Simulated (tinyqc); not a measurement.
Worked calculation: electroplating on a thin resistive seed layer: kinetics, Wagner number and the terminal effect across a wafer. Computed by tinyqc, a small Python program that keeps every step. Command: `OMP_NUM_THREADS=1 python tinyqc.py 3120587 3120588 out.jsonl terminal walk`. One thread of a shared host (Intel(R) Xeon(R) Processor @ 2.30GHz), about 0.02 s of CPU time with the checks. Intermediate numbers are printed to about 6 digits and carried at full precision; extremes and crossings named in words are read from the listed rows.

Current enters the seed at the rim. The bath is treated as a local resistance per area (no lateral flow in the liquid), two electrons per ion, molar volume 7.11 cm^3/mol, Faraday constant F = e N_A, kinematic viscosity 0.01 cm^2/s, omega = 2 pi x rpm/60; k_B T/e is in volts.

Inputs (values chosen for the exercise, of the order of those for copper plating from an acid sulfate bath):
```
quantity                               value         unit
wafer radius R                            15           cm
seed thickness t                          47           nm
seed resistivity                         9.2  microohm cm
bath conductivity kappa                0.082         S/cm
gap to the anode h                       2.4           cm
extra resistance of a porous plate         0     ohm cm^2
exchange current density i_0            0.23      mA/cm^2
cathodic transfer coefficient alpha     0.72            -
mean current density                     2.1      mA/cm^2
diffusivity of the metal ion         5.5e-06       cm^2/s
metal ion concentration                 0.67        mol/L
rotation rate                            100          rpm
temperature T                            298            K
```

Constants: e = 1.602176634e-19 C; N_A = 6.02214076e+23 1/mol; k_B = 8.617333262e-05 eV/K.

## Rate, limit and resistances

Growth rate = i V_m/(2 F). Levich limit i_L = 0.62 x 2 F D^(2/3) omega^(1/2) nu^(-1/6) c. Tafel overpotential eta = (k_B T/(alpha e)) ln(i/i_0); kinetic resistance k_B T/(alpha e i); bath resistance h/kappa + plate; R_s = resistivity/t; Wagner number = kinetic resistance x kappa/R.

growth rate = 46.4247 nm/min

limiting current i_L = 174.133 mA/cm^2

overpotential = 78.8798 mV

kinetic resistance = 16.9839 ohm cm^2

bath resistance R_b = 29.2683 ohm cm^2

sheet resistance R_s = 1.95745 ohm/square

Wagner number = 0.0928453

## Linear estimate of the terminal effect

Linearised: with R_t = kinetic + bath resistance the current density obeys (1/r)(r i')' = i R_s/R_t, so i = A I_0(r/l), l = sqrt(R_t/R_s); with x = R/l, edge/centre = I_0(x) and edge/mean = x I_0(x)/(2 I_1(x)). Voltage drop in the seed for a uniform current: i R_s R^2/4.

length l = 4.86095 cm

x = R/l = 3.08582

edge over centre, linear = 5.23352

edge over mean, linear = 1.89051

drop for uniform current = 231.223 mV

## Current distribution

Full model: seed potential phi(r) with (1/r)(r phi')' = R_s i, where i solves phi = R_b i + (k_B T/(alpha e)) ln(i/i_0) (phi being the driving voltage left at r); phi'(0) = 0 and phi'(R) = R_s i_mean R/2. Solved by collocation to a tolerance of 1e-7.

Across the wafer:
```
r/R   i (mA/cm^2)   i/mean  i/mean, linear
0.00      0.86330  0.41109         0.36123
0.20      0.91903  0.43763         0.39646
0.40      1.11052  0.52882         0.51249
0.60      1.52667  0.72698         0.74380
0.75      2.10505  1.00240         1.03310
0.90      3.09269  1.47271         1.47487
1.00      4.11675  1.96036         1.89051
```

edge over centre, full model = 4.76864

The full model gives 4.77 against 5.23 from the linear form.

## As the film thickens, and with more bath resistance

The film is taken as uniform, with the seed resistivity; the last column adds 100 ohm cm^2 to R_b. Extra power of that plate = i^2 x 100 ohm cm^2 x area.

Edge over centre:
```
thickness (nm)  R_s (ohm/square)  as given  with 100 ohm cm^2 more
47.0                     1.95745   4.76864                 1.90160
70.5                     1.30496   3.20906                 1.56695
94.0                     0.97872   2.54140                 1.41272
141.0                    0.65248   1.95007                 1.26695
235.0                    0.39149   1.53260                 1.15629
470.0                    0.19574   1.25220                 1.07671
940.0                    0.09787   1.12257                 1.03800
```

extra power = 0.311725 W

The ratio falls below 1.1 in none of these rows as given, and from 470 nm on with the added resistance: what counts is R_s R^2 against the sum of kinetic and bath resistance.

Checks made by the program: mean of the distribution (relative difference 3e-07).
